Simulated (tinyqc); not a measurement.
Surface Green function of a dimerised chain, Sancho-Rubio decimation: effect of the broadening.

A semi-infinite lead of cells 0, 1, 2, ... with H0 inside a cell and H1 = <cell i|H|cell i + 1>. Cell A, B with A at the surface; -t1 joins A and B, -t2 joins B to the next A. z = E + i eta.

Start with e_s = e = H0, a = H1, b = H1^dagger. Each round: g = (z - e)^(-1); e_s <- e_s + a g b; e <- e + a g b + b g a; a <- a g a; b <- b g b (all with the old a, b). Round k joins cells 2^k apart. Stop when the largest entry of the matrices a and b is below 1e-12 eV; g_s = (z - e_s)^(-1), bulk (z - e)^(-1), density of states -Im Tr/pi. The last column counts the steps of the plain recursion g <- (z - H0 - H1 g H1^dagger)^(-1), one cell a step from g = (z - H0)^(-1), until no entry changes by more than 1e-8 1/eV.

Inputs (values chosen for the exercise): energy E = -0.64 eV.

H0 (eV):
```
,A,B
A,0,-2.33
B,-2.33,0
```

H1 (eV):
```
,A,B
A,0,0
B,-2.7,0
```

Effect of the broadening:
```
eta (eV),rounds,surface density of states (1/eV),plain steps
0.8,7,0.1591,27
0.3,8,0.1369,63
0.1,10,0.1094,176
0.05,11,0.1022,348
0.03,11,0.09944,578
0.01,13,0.09683,1728
```

The rounds go from 7 to 13 and the plain steps from 27 to 1728. Inside a band the plain recursion needs a number of steps that grows as 1/eta, the decimation only as log2(1/eta). The density of states tends to 0.09558 1/eV as eta goes to zero; the first row is 66 % above that and the last 1.3 % above it.

Program tinyqc, `OMP_NUM_THREADS=1 python tinyqc.py 2680041 2680042 out.jsonl`; Intel Xeon 2.30GHz, shared host, one thread, about 0.04 s.
